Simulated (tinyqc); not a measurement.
Phase-change memory cell, resistance drift and retention: drift of neighbouring levels.

The amorphous state follows Ra = R0 (t/t0)^nu exp[(q Ec/kB)(1/T - 1/(300 K))], with nu taken as independent of T. An intermediate level follows the logarithmic mixing rule ln R = (1 - fa) ln Rc + fa ln Ra with constant Rc. The time to lose the data by crystallisation is tr = tx exp[(q Ex/kB)(1/T - 1/Tx)]; 1 year = 3.15576e7 s. These are empirical laws.

Two intermediate levels, fa and 0.62, and the amorphous state at temperature T. A fixed threshold is set at the geometric mean of the two intermediate levels at t0.

Parameters, values chosen for the exercise; values of the order found in chalcogenide phase-change cells: resistance of the amorphous state at t0 and 300 K R0 = 5.1 Mohm; reference time t0 = 0.001 s; drift exponent nu = 0.128; activation energy of conduction Ec = 0.25 eV; operating temperature T = 328 K; amorphous share of an intermediate level fa = 0.47; resistance of the crystalline state Rc = 21 kohm.

Constants: q = 1.602176634e-19 C, kB = 1.380649e-23 J/K. Results are converted to the units shown.

Drift of neighbouring levels:
```
t (s)  lower level (Mohm)  upper level (Mohm)  Ra (Mohm)  lower level/threshold
0.001              0.1883              0.3792      2.234                 0.7047
0.01               0.2163              0.4552      3.000                 0.8094
0.1                0.2484              0.5465      4.028                 0.9296
1                  0.2853              0.6560      5.408                  1.068
10                 0.3277              0.7876      7.262                  1.226
100                0.3764              0.9455      9.751                  1.409
1000               0.4323               1.135      13.09                  1.618
10000              0.4965               1.363      17.58                  1.858
1e5                0.5703               1.636      23.61                  2.134
```

Over eight decades Ra grows by a factor of 10.6, the upper level by 4.31 and the lower by 3.03, so their ratio widens from 2.01 to 2.87. The lower level crosses the fixed threshold by t = 1 s among the rows and would then be misread.

Program tinyqc, `OMP_NUM_THREADS=1 python tinyqc.py 2880068 2880069 out.jsonl`; Intel Xeon 2.30GHz, shared host, one thread, about 0.01 s.
